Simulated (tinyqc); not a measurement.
Inside a calculation. Method: Hueckel theory of the pi electrons, for the molecule [CH2]c1ccccc1 (SMILES; centres numbered as the heavy atoms are written). One step of it, computed by the program tinyqc.

Question. Energy, charges, bond orders. E = sum n x; q_r = z_r - P_rr; bond order p = P_rs; free valence = sqrt(3) - sum of p over the bonds of the atom.

x values: 2.101003  1.259280  1.000000  0.000000  -1.000000  -1.259280  -2.101003

occupations: 2.000000  2.000000  2.000000  1.000000  0.000000  0.000000  0.000000

charge and bond-order matrix P:
```
           1C         2C         3C         4C         5C         6C         7C
1C   1.000000   0.635034   0.000000  -0.112480   0.000000  -0.112480   0.000000
2C   0.635034   1.000000   0.522554   0.000000  -0.224960   0.000000   0.522554
3C   0.000000   0.522554   1.000000   0.705037   0.000000  -0.294963   0.000000
4C  -0.112480   0.000000   0.705037   1.000000   0.635034   0.000000  -0.294963
5C   0.000000  -0.224960   0.000000   0.635034   1.000000   0.635034   0.000000
6C  -0.112480   0.000000  -0.294963   0.000000   0.635034   1.000000   0.705037
7C   0.000000   0.522554   0.000000  -0.294963   0.000000   0.705037   1.000000
```

Centres:
```
centre  z_r, pi electrons of the neutral centre         h
1C                                            1  0.000000
2C                                            1  0.000000
3C                                            1  0.000000
4C                                            1  0.000000
5C                                            1  0.000000
6C                                            1  0.000000
7C                                            1  0.000000
```

Bonds:
```
i  j  k
1  2  1
2  3  1
3  4  1
4  5  1
5  6  1
6  7  1
7  2  1
```

Give: pi energy = 7 alpha + this times beta; pi charges; Bond orders and lengths from R = 1.517 - 0.180 p; free valence of the carbons; gap between the highest filled and the next level.

Answer.

pi energy = 7 alpha + this times beta = 8.7206

pi charges: 1C 0.0000, 2C 0.0000, 3C 0.0000, 4C 0.0000, 5C 0.0000, 6C 0.0000, 7C 0.0000

Bond orders and lengths from R = 1.517 - 0.180 p (angstrom, C-C alone):
```
bond       p       R
1-2   0.6350  1.4027
2-3   0.5226  1.4229
3-4   0.7050  1.3901
4-5   0.6350  1.4027
5-6   0.6350  1.4027
6-7   0.7050  1.3901
7-2   0.5226  1.4229
```

free valence of the carbons: 1C 1.0970, 2C 0.0519, 3C 0.5045, 4C 0.3920, 5C 0.4620, 6C 0.3920, 7C 0.5045

gap between the highest filled and the next level = 1.0000 |beta|
